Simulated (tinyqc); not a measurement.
What each parameter does: quasiparticle equation with a plasmon-pole self-energy for two band edges.

For each edge E = e + X + Sc(E), with the correlation part Sc(E) = A[0]/(E - a + w) + A[1]/(E - b - w); a and b are the valence and conduction energies that enter the Green function (a = ev, b = ec in the one-shot scheme). Z = 1/(1 - dSc/dE), dSc/dE = -A[0]/(E - a + w)^2 - A[1]/(E - b - w)^2.

Inputs chosen for the exercise (scales of the order of those of diamond; the results hold for these values, not for the real material): ev = 0 eV (mean-field valence top); ec = 4.26 eV (mean-field conduction edge); w = 26.2 eV (pole energy); Av = (72.7, 36.3) eV^2 (weights of the valence state on the hole and electron poles); Ac = (36.3, 77.5) eV^2 (the same for the conduction state); Xv = -2.55 eV (exchange minus the mean-field potential, valence); Xc = 2.31 eV (the same, conduction).

Exact one-shot edges and Z of the valence state there.

One parameter was then changed.

Results before and after:
```
case     Ev (eV)  Ec (eV)  gap (eV)       Z
base     -0.8426   4.7314    5.5740  0.8695
changed  -0.8426   4.6014    5.4440  0.8695
```

Which of these changes was made? (a) Av = (76.34, 36.3) eV^2; (b) Ac = (36.3, 81.38) eV^2; (c) Xc = 2.41 eV; (d) ec = 4.36 eV; (e) Xv = -2.65 eV; (f) w = 27.51 eV.

Answer: (b) Ac = (36.3, 81.38) eV^2. Of the candidates, run in turn, only this one gives the changed row.

All candidates:
```
case                     Ev (eV)  Ec (eV)  gap (eV)       Z
base                     -0.8426   4.7314    5.5740  0.8695
w = 27.51 eV             -0.9256   4.8175    5.7430  0.8796
Xv = -2.65 eV            -0.9296   4.7314    5.6609  0.8690
Xc = 2.41 eV             -0.8426   4.8179    5.6605  0.8695
ec = 4.36 eV             -0.8394   4.8281    5.6675  0.8697
Av = (76.34, 36.3) eV^2  -0.7184   4.7314    5.4497  0.8659
Ac = (36.3, 81.38) eV^2  -0.8426   4.6014    5.4440  0.8695
```

Run: tinyqc, `OMP_NUM_THREADS=1 python tinyqc.py 1850139 1850140 out.jsonl`; Intel(R) Xeon(R) Processor @ 2.30GHz, one thread, shared host; about 0.03 s of CPU time with all checks.
